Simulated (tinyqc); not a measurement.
Lattice against boundary over temperature: grain-boundary diffusion: Harrison regimes, Fisher and Le Claire analysis, Hart average. Computed by tinyqc, a small Python program. Command: `OMP_NUM_THREADS=1 python tinyqc.py 3023889 3023890 out.jsonl gbdiff walk`. One thread of a shared host (Intel(R) Xeon(R) Processor @ 2.30GHz), about 0.01 s of CPU time with the checks.

A boundary is a slab of width delta with diffusivity D_b, normal to a surface held at constant concentration; it leaks into grains of diffusivity D.

Inputs (values chosen for the exercise, for a model polycrystal): melting point T_m = 1670 K; lattice prefactor D0 = 4.5e-05 m^2/s; lattice activation energy E = 2.66 eV; boundary prefactor D0b = 8.3e-06 m^2/s; boundary activation energy E_b = 1.4 eV; boundary width delta = 0.74 nm; segregation factor s = 1; grain size d = 14 um; temperature T = 1070 K; time t = 880000 s.

Constants: k_B = 8.617333262e-05 eV/K.

Method:
- D = D0 exp(-E/(k_B T)), D_b = D0b exp(-E_b/(k_B T)).
- Triple product P = s delta D_b.
- Hart average for parallel slabs: f = delta/d, D_eff = (s f D_b + (1 - f) D)/(1 - f + s f); share of the boundaries = s f D_b/(s f D_b + (1 - f) D); depth sqrt(D_eff t).
- l = sqrt(D t); P = s delta D_b; alpha = s delta/(2 l); beta = P/(2 D l). Regime A if l > 3 d, C if alpha > 1, B if alpha < 0.1, l < d/4 and beta > 10, otherwise a transition.
- D_eff = (s f D_b + (1 - f) D)/(1 - f + s f), f = delta/d; share of the boundaries = s f D_b/(s f D_b + (1 - f) D).

boundary fraction f = 5.28571e-05

Diffusivities (m^2/s):
```
T/T_m  T (K)           D         D_b       D_eff    share      regime
0.3      501  7.8543e-32  6.8528e-20  3.6222e-24  1.00000           C
0.4      668  3.8427e-25  2.2734e-16  1.2017e-20  0.99997  transition
0.5      835  3.9660e-21  2.9454e-14  1.5608e-18  0.99746           B
0.6     1002  1.8800e-18  7.5417e-13  4.1743e-17  0.95497           B
0.7     1169  1.5327e-16  7.6457e-12  5.5739e-16  0.72504  transition
0.8     1336  4.1584e-15  4.3438e-11  6.4542e-15  0.35574           A
0.9     1503  5.4181e-14  1.6775e-10  6.3045e-14  0.14065           A
1.0     1670  4.2246e-13  4.9444e-10  4.4857e-13  0.05826           A
```

What does the comparison show, and why?

The apparent activation energy of D_eff is 1.40 eV between the first rows and 2.54 eV between the last, against E_b = 1.4 and E = 2.66 eV. Among these rows boundaries carry most of the flux up to T/T_m = 0.7, the lattice above. Caution: outside regime A (which needs sqrt(D t) above about 3 d) the Hart average and its depth are formal: they describe a profile only in regime A or at steady state. Caution: outside regime A, D_eff and the share of the boundaries hold only at steady state.
